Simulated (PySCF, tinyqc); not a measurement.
Worked calculation: RHF in the sto-3g basis, for H4, spin multiplicity 1. The lowest restricted solution is unstable here: a spin-polarised one lies 0.0640 hartree lower (PySCF). Computed by tinyqc, a small Python program that keeps every step (integrals from PySCF). Settings: charge = 0, multiplicity = 1, basis = sto-3g, energy threshold = 1e-10, iteration cap = 50, orthogonalisation = canonical, start = Wolfsberg-Helmholz matrix, DIIS depth = 8, method = RHF. Command: `OMP_NUM_THREADS=1 python tinyqc.py 23140 23141 out.jsonl` (the two numbers bound the seeds that draw the settings). One thread of a shared host (Intel(R) Xeon(R) Processor @ 2.60GHz), about 0.05 s of CPU time with the checks. Later iterations appear only in the table of the cycle.

## One-electron integrals

Geometry (angstrom):
```
atom         x         y         z
H     0.000000  0.000000  0.000000
H     0.000000  0.000000  1.421000
H     0.000000  0.000000  3.403000
H     0.000000  0.000000  4.824000
```

Basis sto-3g: exponents (1/bohr^2) and contraction coefficients of normalised primitives:
```
element  l (shell)  exponent  coefficient
H            s (1)  3.425251     0.154329
H            s (1)  0.623914     0.535328
H            s (1)  0.168855     0.444635
```

Overlap, kinetic and nuclear-attraction integrals over the contracted functions; the nuclear repulsion is the sum of Za Zb / Rab.

nuclear repulsion = 1.43249010 hartree

overlap S, order 1H 1s, 2H 1s, 3H 1s, 4H 1s:
```
[[1.000000, 0.287165, 0.007519, 0.000183],
 [0.287165, 1.000000, 0.122782, 0.007519],
 [0.007519, 0.122782, 1.000000, 0.287165],
 [0.000183, 0.007519, 0.287165, 1.000000]]
```

kinetic energy T (hartree), order 1H 1s, 2H 1s, 3H 1s, 4H 1s:
```
[[0.760032, 0.017336, -0.003648, -0.000180],
 [0.017336, 0.760032, -0.009884, -0.003648],
 [-0.003648, -0.009884, 0.760032, 0.017336],
 [-0.000180, -0.003648, 0.017336, 0.760032]]
```

nuclear attraction V (hartree), order 1H 1s, 2H 1s, 3H 1s, 4H 1s:
```
[[-1.862103, -0.478027, -0.011019, -0.000254],
 [-0.478027, -2.019287, -0.190865, -0.011019],
 [-0.011019, -0.190865, -2.019287, -0.478027],
 [-0.000254, -0.011019, -0.478027, -1.862103]]
```

core Hamiltonian H = T + V (hartree), order 1H 1s, 2H 1s, 3H 1s, 4H 1s:
```
[[-1.102071, -0.460691, -0.014668, -0.000434],
 [-0.460691, -1.259255, -0.200748, -0.014668],
 [-0.014668, -0.200748, -1.259255, -0.460691],
 [-0.000434, -0.014668, -0.460691, -1.102071]]
```

## Two-electron integrals

Functions are numbered as in S; the eight-fold symmetry (ij|kl) = (ji|kl) = (kl|ij) leaves the list below.

Two-electron integrals (ij|kl) in chemists' order, unique and non-zero (hartree):
```
(11|11) 0.774606   (21|11) 0.157516   (21|21) 0.047648   (22|11) 0.362816
(22|21) 0.157516   (22|22) 0.774606   (31|11) 0.002404   (31|21) 0.000912
(31|22) 0.003997   (31|31) 0.000026   (32|11) 0.027715   (32|21) 0.011366
(32|22) 0.057790   (32|31) 0.000409   (32|32) 0.007796   (33|11) 0.155502
(33|21) 0.057190   (33|22) 0.266027   (33|31) 0.002404   (33|32) 0.057790
(33|33) 0.774606   (41|11) 0.000041   (41|21) 0.000016   (41|22) 0.000079
(41|31) 5.77e-07   (41|32) 0.000011   (41|33) 0.000079   (41|41) 1.53e-08
(42|11) 0.001303   (42|21) 0.000498   (42|22) 0.002404   (42|31) 0.000019
(42|32) 0.000409   (42|33) 0.003997   (42|41) 5.77e-07   (42|42) 0.000026
(43|11) 0.037157   (43|21) 0.013048   (43|22) 0.057190   (43|31) 0.000498
(43|32) 0.011366   (43|33) 0.157516   (43|41) 0.000016   (43|42) 0.000912
(43|43) 0.047648   (44|11) 0.109697   (44|21) 0.037157   (44|22) 0.155502
(44|31) 0.001303   (44|32) 0.027715   (44|33) 0.362816   (44|41) 0.000041
(44|42) 0.002404   (44|43) 0.157516   (44|44) 0.774606
```

## Orthogonalisation

S = U s U^T; canonical form X = U s^(-1/2), so that X^T S X = 1. Each column of U has its largest component positive (the first on a tie).

eigenvalues of S: [0.652231, 0.760491, 1.224804, 1.362474]

X, order 1H 1s, 2H 1s, 3H 1s, 4H 1s:
```
[[-0.548842, 0.629035, 0.497814, 0.382257],
 [0.682181, -0.511650, 0.400512, 0.469956],
 [-0.682181, -0.511650, -0.400512, 0.469956],
 [0.548842, 0.629035, -0.497814, 0.382257]]
```

## Starting guess

The start is the generalised Wolfsberg-Helmholz matrix (K = 1.75) built on H; D = 2 C_occ C_occ^T.

D at the start, order 1H 1s, 2H 1s, 3H 1s, 4H 1s:
```
[[0.525323, 0.718510, -0.102706, -0.200957],
 [0.718510, 1.048830, 0.120267, -0.102706],
 [-0.102706, 0.120267, 1.048830, 0.718510],
 [-0.200957, -0.102706, 0.718510, 0.525323]]
```

## Iteration 1: building the Fock matrix

J_ij = sum D_kl (ij|kl), K_ij = sum D_kl (ik|jl); F = H + J - 0.5 K; E = tr D H + tr D J / 2 - 0.25 tr D K + E_nn.

Coulomb J (hartree), order 1H 1s, 2H 1s, 3H 1s, 4H 1s:
```
[[1.293810, 0.417116, 0.010775, 0.000256],
 [0.417116, 1.684823, 0.184711, 0.010775],
 [0.010775, 0.184711, 1.684823, 0.417116],
 [0.000256, 0.010775, 0.417116, 1.293810]]
```

exchange K (hartree), order 1H 1s, 2H 1s, 3H 1s, 4H 1s:
```
[[0.682979, 0.541911, 0.018842, -0.025123],
 [0.541911, 1.083464, 0.162732, 0.018842],
 [0.018842, 0.162732, 1.083464, 0.541911],
 [-0.025123, 0.018842, 0.541911, 0.682979]]
```

Fock matrix F (hartree), order 1H 1s, 2H 1s, 3H 1s, 4H 1s:
```
[[-0.149751, -0.314531, -0.013313, 0.012384],
 [-0.314531, -0.116165, -0.097403, -0.013313],
 [-0.013313, -0.097403, -0.116165, -0.314531],
 [0.012384, -0.013313, -0.314531, -0.149751]]
```

total energy of this density = -1.81422286 hartree

## Iteration 1: diagonalisation and new density

Diagonalise F' = X^T F X, C = X C', fill 2 alpha and 2 beta electrons from the bottom; D = 2 C_occ C_occ^T. Each column has its largest component positive (the first on a tie).

F' = X^T F X (hartree):
```
[[0.335974, 0.000000, 0.006185, 0.000000],
 [0.000000, 0.201535, 0.000000, -0.028947],
 [0.006185, 0.000000, -0.326607, 0.000000],
 [0.000000, -0.028947, 0.000000, -0.370062]]
```

orbital energies (hartree): [-0.371524, -0.326665, 0.202997, 0.336032]

coefficients C, order 1H 1s, 2H 1s, 3H 1s, 4H 1s:
```
[[0.413505, 0.502915, 0.608949, -0.544172],
 [0.443545, 0.394127, -0.534707, 0.685890],
 [0.443545, -0.394127, -0.534707, -0.685890],
 [0.413505, -0.502915, 0.608949, 0.544172]]
```

D after iteration 1, order 1H 1s, 2H 1s, 3H 1s, 4H 1s:
```
[[0.847820, 0.763241, -0.029609, -0.163874],
 [0.763241, 0.704137, 0.082792, -0.029609],
 [-0.029609, 0.082792, 0.704137, 0.763241],
 [-0.163874, -0.029609, 0.763241, 0.847820]]
```

## Iteration 2: building the Fock matrix

As before.

Coulomb J (hartree), order 1H 1s, 2H 1s, 3H 1s, 4H 1s:
```
[[1.416218, 0.410675, 0.009867, 0.000231],
 [0.410675, 1.509099, 0.164318, 0.009867],
 [0.009867, 0.164318, 1.509099, 0.410675],
 [0.000231, 0.009867, 0.410675, 1.416218]]
```

exchange K (hartree), order 1H 1s, 2H 1s, 3H 1s, 4H 1s:
```
[[0.930735, 0.558244, 0.027725, -0.016311],
 [0.558244, 0.840997, 0.123500, 0.027725],
 [0.027725, 0.123500, 0.840997, 0.558244],
 [-0.016311, 0.027725, 0.558244, 0.930735]]
```

Fock matrix F (hartree), order 1H 1s, 2H 1s, 3H 1s, 4H 1s:
```
[[-0.151220, -0.329138, -0.018663, 0.007953],
 [-0.329138, -0.170655, -0.098180, -0.018663],
 [-0.018663, -0.098180, -0.170655, -0.329138],
 [0.007953, -0.018663, -0.329138, -0.151220]]
```

total energy of this density = -1.86659603 hartree

## Iteration 2: DIIS over 2 matrices

error matrix X^T (FDS - SDF) X:
```
[[0.000000, 0.000000, -0.066155, 0.000000],
 [0.000000, 0.000000, 0.000000, 0.042576],
 [0.066155, 0.000000, 0.000000, 0.000000],
 [0.000000, -0.042576, 0.000000, 0.000000]]
```

B (overlaps of the stored error matrices):
```
[[1.6042908e-01, -4.2092229e-02],
 [-4.2092229e-02, 1.2378336e-02]]
```

Minimise |sum c_i e_i|^2 with sum c_i = 1: solve [B -1; -1 0][c; lambda] = [0; -1] with B_ij = tr e_i^T e_j, and take F = sum c_i F_i.

DIIS coefficients: [0.211954, 0.788046]

extrapolated F (hartree), order 1H 1s, 2H 1s, 3H 1s, 4H 1s:
```
[[-0.150909, -0.326042, -0.017529, 0.008892],
 [-0.326042, -0.159106, -0.098015, -0.017529],
 [-0.017529, -0.098015, -0.159106, -0.326042],
 [0.008892, -0.017529, -0.326042, -0.150909]]
```

## Iteration 2: diagonalisation and new density

As before.

F' = X^T F X (hartree):
```
[[0.308908, 0.000000, -0.019969, 0.000000],
 [0.000000, 0.195298, 0.000000, -0.013385],
 [-0.019969, 0.000000, -0.344848, 0.000000],
 [0.000000, -0.013385, 0.000000, -0.401960]]
```

orbital energies (hartree): [-0.402260, -0.345457, 0.195598, 0.309518]

coefficients C, order 1H 1s, 2H 1s, 3H 1s, 4H 1s:
```
[[0.396248, 0.480842, 0.620316, -0.563771],
 [0.458380, 0.421133, -0.522046, 0.669648],
 [0.458380, -0.421133, -0.522046, -0.669648],
 [0.396248, -0.480842, 0.620316, 0.563771]]
```

D after iteration 2, order 1H 1s, 2H 1s, 3H 1s, 4H 1s:
```
[[0.776443, 0.768262, -0.041732, -0.148393],
 [0.768262, 0.774931, 0.065519, -0.041732],
 [-0.041732, 0.065519, 0.774931, 0.768262],
 [-0.148393, -0.041732, 0.768262, 0.776443]]
```

## Iteration 11 (converged): orbitals

converged F (hartree), order 1H 1s, 2H 1s, 3H 1s, 4H 1s:
```
[[-0.151547, -0.328619, -0.017623, 0.007060],
 [-0.328619, -0.159473, -0.093700, -0.017623],
 [-0.017623, -0.093700, -0.159473, -0.328619],
 [0.007060, -0.017623, -0.328619, -0.151547]]
```

As before.

F' = X^T F X (hartree):
```
[[0.308990, 0.000000, -0.023775, 0.000000],
 [0.000000, 0.198849, 0.000000, -0.017006],
 [-0.023775, 0.000000, -0.347739, 0.000000],
 [0.000000, -0.017006, 0.000000, -0.402857]]
```

orbital energies (hartree): [-0.403337, -0.348599, 0.199330, 0.309850]

coefficients C, order 1H 1s, 2H 1s, 3H 1s, 4H 1s:
```
[[0.399862, 0.477659, 0.617993, -0.566471],
 [0.455325, 0.424898, -0.524713, 0.667265],
 [0.455325, -0.424898, -0.524713, -0.667265],
 [0.399862, -0.477659, 0.617993, 0.566471]]
```

D after iteration 11, order 1H 1s, 2H 1s, 3H 1s, 4H 1s:
```
[[0.776096, 0.770048, -0.041778, -0.136536],
 [0.770048, 0.775719, 0.053565, -0.041778],
 [-0.041778, 0.053565, 0.775719, 0.770048],
 [-0.136536, -0.041778, 0.770048, 0.776096]]
```

## Convergence

Stop when the energy changes by less than 1e-10 hartree and every element of the error matrix X^T (F D S - S D F) X is below 3e-06.

Course of the cycle:
```
iteration  E (hartree)     change  largest element of the error matrix
1          -1.81422286          -                             2.23e-01
2          -1.86659603  -5.24e-02                             6.62e-02
3          -1.87050559  -3.91e-03                             5.20e-03
4          -1.87056308  -5.75e-05                             4.56e-04
5          -1.87056335  -2.72e-07                             1.10e-04
6          -1.87056336  -1.14e-08                             6.31e-05
7          -1.87056337  -2.85e-09                             4.40e-05
8          -1.87056337  -1.12e-09                             3.38e-05
9          -1.87056337  -5.47e-10                             2.73e-05
10         -1.87056337  -1.04e-09                             1.25e-07
11         -1.87056337  -2.58e-14                             1.29e-09
```

PySCF RHF in the same basis = -1.87056337 hartree

Converged in 11 iterations.

## Populations, bond orders and dipole

Mulliken: Z minus the diagonal of D S on the atom; Loewdin: the same with S^(1/2) D S^(1/2); Mayer order: 2 sum_s sum (D(s) S)_ij (D(s) S)_ji over the two atoms.

Charges (e):
```
atom   Mulliken    Loewdin
1H     0.003113   0.002530
2H    -0.003113  -0.002530
3H    -0.003113  -0.002530
4H     0.003113   0.002530
```

Mayer bond orders:
```
pair      order
2-1    0.980051
3-1   -0.000396
3-2    0.020335
4-1    0.020335
4-2   -0.000396
4-3    0.980051
```

dipole moment about the origin, x y z (debye): [0.000000, 0.000000, 0.000000]
